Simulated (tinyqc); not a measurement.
Two-dimensional electron gas with Rashba and Dresselhaus coupling, step by step. Values are carried at full precision from step to step, so a last printed digit may differ when a step is redone from the rounded ones.

H = c k^2/m + al (ky sx - kx sy) + b1 (kx sx - ky sy) + gam kx ky (kx sy - ky sx), s the Pauli matrices, x = [100], c = hbar^2/2m0, b1 = gam (pi/L)^2 (hard walls). H = c k^2/m + B.s, so E = c k^2/m -/+ |B| and the lower state has its spin along -B.

Constants: hbar^2/2m0 = 3.80998211 eV angstrom^2; hbar = 6.58211957e-16 eV s.

Values chosen for the exercise (of the size met in InSb; the results hold for these values, not for the real material):
```
symbol  value   unit           meaning
m       0.0144  m0             mass
al      0.57    eV angstrom    Rashba constant
gam     378.7   eV angstrom^3  bulk Dresselhaus constant
L       223     angstrom       width of the (001) well
n       8.1     1e11/cm^2      sheet density (one subband filled)
phi     15      degrees        angle of k from [100]
```

## Scales

b1; mean Fermi wave vector k0 = sqrt(2 pi n) (1e11/cm^2 = 1e-5/angstrom^2); E0 = c k0^2/m; b3 = gam k0^2/4; kR = al m/(2c) and ER = al kR/2, the shift and depth of a pure Rashba band.

b1 = 0.07516 eV angstrom
k0 = 0.02256 1/angstrom
E0 = 134.656 meV
b3 = 0.04818 eV angstrom
kR = 0.001077 1/angstrom
ER = 0.3070 meV

The ratio al/(b1 - b3) is 21.13; kR is 4.8 % of k0.

## Spin-orbit field at one point of the Fermi circle

k = k0 (cos phi, sin phi). Form B, the splitting 2|B| and the direction of the lower spin, atan2(-By, -Bx).

Bx, By (meV): [4.6846, -11.8097]

splitting = 25.4099 meV
direction of the lower spin = 111.6 degrees

## The matrix

H = [[E0, Bx - i By], [Bx + i By, E0]] in meV; diagonalise. Precession period h/(2|B|) = 2 pi hbar/(splitting).

H (meV), rows up, down and columns alike:
$$\begin{pmatrix}
134.6559 & 4.6846+11.8097i \\
4.6846-11.8097i & 134.6559
\end{pmatrix}$$

levels (meV): [121.9510, 147.3608]

period = 0.163 ps

## The two wave vectors at the energy E0 along this direction

Solve c k^2/m -/+ |B(k)| = E0. The spin turns by (k_outer - k_inner) per length, so a half turn takes pi/(difference).

k (1/angstrom): outer 0.023640, inner 0.021513

difference = 0.002127 1/angstrom
length of a half turn = 147.7 nm

For linear terms alone the difference is (m/c)|B|/k, whatever the energy: every electron along this direction turns alike, the basis of the spin transistor. The cubic term makes it depend on density.

## Checks

- Difference of the Fermi wave vectors without Dresselhaus terms against al m/c: both 0.0021543.

(tinyqc, `OMP_NUM_THREADS=1 python tinyqc.py 1482262 1482263 out.jsonl`, Intel(R) Xeon(R) Processor @ 2.30GHz, 1 thread, shared host, about 0.01 s.)
